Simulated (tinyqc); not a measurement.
Worked calculation: k.p values derived from sp3s* tight binding at Gamma. Values are carried at full precision from step to step, so a last printed digit may differ when a step is redone from the rounded ones.

At Gamma the states are two-level mixtures: s-like S+ (upper) and S- (lower) from [[Esa, Vss], [Vss, Esc]], p-like P- (valence) and P+ from [[Epa, Vxx], [Vxx, Epc]], and the bare s* levels. With real k in 1/angstrom and kz = 0, the phase sums over the four bonds are g0 = 1 - (a k/4)^2/2, g1 = i a kx/4, g3 = -(a/4)^2 kx ky to second order. Each mixture is written (anion, cation) with the anion part positive. c = hbar^2/2m0. No spin-orbit coupling.

Constants: hbar^2/2m0 = 3.80998211 eV angstrom^2.

Values chosen for the exercise (near a published set for InP, fitted to gaps, whose masses and valley positions are rough; the results hold for these values, not for the real material):
```
symbol  value   unit      meaning
Esa     -8.552  eV        s level of the anion
Esc     -1.487  eV        s level of the cation
Epa     0.867   eV        p level of the anion
Epc     4.063   eV        p level of the cation
Vss     -5.389  eV        s-s
Vxx     1.876   eV        px-px
a       5.872   angstrom  lattice constant
Vsapc   2.244   eV        s anion, p cation
Vscpa   5.605   eV        s cation, p anion
Vxapc   3.479   eV        s* anion, p cation
Vpaxc   4.505   eV        p anion, s* cation
Exa     8.29    eV        s* level of the anion
Exc     7.094   eV        s* level of the cation
Vxy     4.209   eV        px-py
```

## States at Gamma

Solve the two blocks.

States:
```
state    E (eV)  anion part  cation part
S-     -11.4631     0.87983      0.47528
P-       0.0007     0.90787     -0.41926
S+       1.4241     0.47528     -0.87983
P+       4.9293     0.41926      0.90787
```

## Linear terms and the Kane energy

<s state|dH/dkx|x state> = i P with P = (a/4)(sa pc Vsapc + sc pa Vscpa), sa, sc and pa, pc being the parts of the two states; for s* on the anion P = (a/4) pc Vxapc, on the cation (a/4) pa Vpaxc. Ep = P^2/c for S+ to P-.

Couplings:
```
pair       P (eV angstrom)  E(first) - E(second) (eV)
S+ to P-           -7.2288                     1.4234
S+ to P+           -1.6137                    -3.5052
S- to P-            2.3352                   -11.4638
s*a to P-          -2.1412                     8.2893
s*c to P-           6.0040                     7.0933
```

Ep = 13.716 eV

The two terms of S+ to P- have the same sign and add: S+ and P- both change sign from anion to cation. An on-site momentum element between s and p, which real atoms have, is absent from this model.

## Electron mass

m0/m = [<S+|d2H/dkx^2|S+>/2 + sum P^2/(E(S+) - E(P))]/c over P- and P+, with the direct term -(a/4)^2 sa sc Vss.

parts of m0/m: direct -1.275, from P- 9.636, from P+ -0.195

mass = 0.1225 m0

The valence band supplies 118 % of m0/m; the direct term, which stands in for the free-electron 1, is -1.27. Sets of this kind were fitted to gaps and often give too heavy a mass, by up to a factor of two.

## Valence parameters L, M, N and the Luttinger values

Direct terms d0 = -(a/4)^2 pa pc Vxx, dN = -2 (a/4)^2 pa pc Vxy for P-. F = sum P^2/(E(P-) - E(s)) over S+, S-, s*a, s*c. The y state of P- couples to the z state of P+ through Q = (a/4) Vxy (pa p'c - pc p'a), primes for P+, and H1 = Q^2/(E(P-) - E(P+)). L = d0 + F, M = d0 + H1, N = dN + F + H1; g1 = -(L + 2M)/(3c), g2 = -(L - M)/(6c), g3 = -N/(6c).

d0, dN, F, Q, H1 (eV angstrom^2; Q in eV angstrom): 1.5388  6.9050  -41.8707  6.1788  -7.7460

L, M, N (eV angstrom^2): -40.332  -6.207  -42.712

g1, g2, g3: 4.615  1.493  1.868

Along [100] the masses without spin-orbit coupling are c/|L| = 0.094 (one band) and c/|M| = 0.614 (two bands).

## Checks

- Electron mass against a finite difference of the full bands: both 0.1225.
- L and M against finite differences along [100]: largest relative difference 2.4e-05.
- Lowest curvature along [111], (L + 2M + 2N)/3, against a finite difference: -46.057 against -46.055.

Computed by tinyqc, a small Python program: `OMP_NUM_THREADS=1 python tinyqc.py 1480982 1480983 out.jsonl` (the numbers bound the seed that draws the inputs); one thread of a shared host (Intel(R) Xeon(R) Processor @ 2.30GHz), about 0.01 s for the whole set of steps.
